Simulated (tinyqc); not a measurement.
# Worked calculation: a chain with a side-coupled site and dephasing by Buettiker voltage probes

Computed by the program tinyqc: `OMP_NUM_THREADS=1 python tinyqc.py 2700108 2700109 out.jsonl`, one thread of a shared Intel Xeon 2.30GHz, about 0.01 s for the whole run. Printed values are rounded.

Sites 1 to 2 form a chain with hopping -t, and site 3 hangs on site 2 by -ts. Lead L joins site 1 and lead R site 2, both semi-infinite chains with hopping -t and site energy 0. Every site carries a probe with self-energy -i Gamma_p/2 that draws no net current. Linear response at zero temperature: mu_L = 1, mu_R = 0 in units of the bias.

Inputs (values chosen for the exercise):
```
symbol         value  unit                                 meaning
t                  1    eV             hopping (matrix element -t)
U       [0, 0, 0.06]    eV                    site energies 1 to N
E               0.06    eV                            Fermi energy
gp              0.65    eV                probe broadening Gamma_p
ts              0.84    eV  hopping from site 2 to the side site 3
```

Constants: q = 1.602176634e-19 C, h = 6.62607015e-34 J s. Results are converted to the units shown.

## Green function

Sigma = t^2 g(E), g(x) = (x - i sqrt(4 t^2 - x^2))/(2 t^2) for |x| < 2 t and (x - sign(x) sqrt(x^2 - 4 t^2))/(2 t^2) otherwise; Gamma = -2 Im Sigma; G = (E - H - Sigma_L - Sigma_R + i Gamma_p/2)^(-1).

Sigma = 0.0300000-0.9995499i eV
Gamma = 1.999100 eV

G (1/eV):
```
,1,2,3
1,0.010616-0.620705i,0.177527+0.004560i,-0.011787+0.458839i
2,0.177527+0.004560i,0.000715-0.235280i,0.608109+0.001847i
3,-0.011787+0.458839i,0.608109+0.001847i,-0.004774-1.505196i
```

## Transmissions between terminals

With Gamma the broadening by one lead, T_RL = Gamma^2 |G_(2,1)|^2, T_pL = Gamma Gamma_p |G_(p,1)|^2, T_pR = Gamma Gamma_p |G_(p,2)|^2, T_pq = Gamma_p^2 |G_(p,q)|^2 for p != q.

T_RL = 0.1260330

```
probe,T_pL,T_pR
1,0.5007779,0.0409792
2,0.0409792,0.0719320
3,0.2737505,0.4805231
```

T_pq:
```
,1,2,3
1,0.0000000,0.0133242,0.0890090
2,0.0133242,0.0000000,0.1562403
3,0.0890090,0.1562403,0.0000000
```

## Probe potentials and effective transmission

No current into probe p: W mu = T_pL with W_pp = T_pL + T_pR + sum_q T_pq and W_pq = -T_pq. Then T_eff = T_RL + sum_p T_pR mu_p, and the resistance is (h/2q^2)/T_eff.

W:
```
,1,2,3
1,0.6440902,-0.0133242,-0.0890090
2,-0.0133242,0.2824757,-0.1562403
3,-0.0890090,-0.1562403,0.9995228
```

mu_p, probe 1 to 3: [0.8432135, 0.4136265, 0.4136265]
T_eff = 0.3890972
resistance = 33.17012 kohm

Without probes the transmission is 0. With them, 32.4 % of the current crosses without entering a probe.

## Current at both leads

In units of (2 q^2/h) times the bias, T_RL + sum_p T_pL (1 - mu_p) leaves L and T_RL + sum_p T_pR mu_p enters R.

current leaving L = 0.3890972
current entering R = 0.3890972

The two are equal: the probes conserve the current.
